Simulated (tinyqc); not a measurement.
Susceptibility against the Curie-Weiss form: Heisenberg spin cluster by exact diagonalisation: multiplets, susceptibility, level crossings. Computed by tinyqc, a small Python program. Command: `OMP_NUM_THREADS=1 python tinyqc.py 3023808 3023809 out.jsonl spincl walk`. One thread of a shared host (Intel(R) Xeon(R) Processor @ 2.30GHz), about 0.01 s of CPU time with the checks.

H = J1 sum S_i.S_j over the bonds 1-2, 2-3 + J2 sum over 1-3 - g mu_B B S_z; J > 0 is antiferromagnetic.

Inputs (values chosen for the exercise, for a model cluster): exchange J1 = -0.581 meV; exchange J2 = 0.17 meV; g factor = 1.96.

Cluster: triangle, two J1 bonds and one J2 bond. Spin s of each site: 0.5.

Constants: k_B = 8.617333262e-05 eV/K.

Method:
- Every multiplet has one member in the block S_z = 0.5; diagonalise it and read the total spin from <S^2> = S (S + 1).
- Z = sum k (2S + 1) exp(-E/(k_B T)) over the table, k the number of multiplets; <S^2> likewise with the factor S (S + 1); chi T = N_A g^2 mu_B^2 <S^2>/(3 k_B) = 0.125049 g^2 <S^2> cm^3 K/mol (cgs, per mole of clusters); C = (<E^2> - <E>^2)/(k_B T)^2; entropy = ln Z + <E>/(k_B T).
- High-temperature form: chi T = C0/(1 - theta/T), C0 = 0.125049 g^2 n s (s + 1), k_B theta = -(2/3) s (s + 1) (sum of J over bonds)/n, n = 3; a dash where T <= 1.05 theta.

Levels at B = 0:
```
E (meV)  total S  number of multiplets
-0.2480      1.5                     1
-0.1275      0.5                     1
0.6235       0.5                     1
```

gap to the next level = 0.1205 meV

theta = 1.9186 K

Against temperature:
```
T (K)   chi T (cm^3 K/mol)  Curie-Weiss  chi (cm^3/mol)  C (k_B)
0.67                1.7173            -          2.5631  0.23957
1.30                1.5913            -          1.2241  0.15436
2.40                1.4804       5.3888          0.6168  0.15302
4.00                1.3953       2.0772          0.3488  0.18820
6.70                1.3107       1.5146          0.1956  0.15021
11.00               1.2392       1.3092          0.1127  0.08583
17.00               1.1903       1.2184          0.0700  0.04448
27.00               1.1528       1.1636          0.0427  0.02011
54.00               1.1181       1.1207          0.0207  0.00557
110.00              1.0994       1.1001          0.0100  0.00141
```

What does the comparison show, and why?

The Curie-Weiss form is within 3 % in the last 4 rows. chi keeps rising on cooling, towards the Curie law of the S = 1.5 ground state; among these rows C is largest at 0.67 K, and the gap is 1.4 K.

Extremes, crossings and ranges named in words are read from the listed rows.
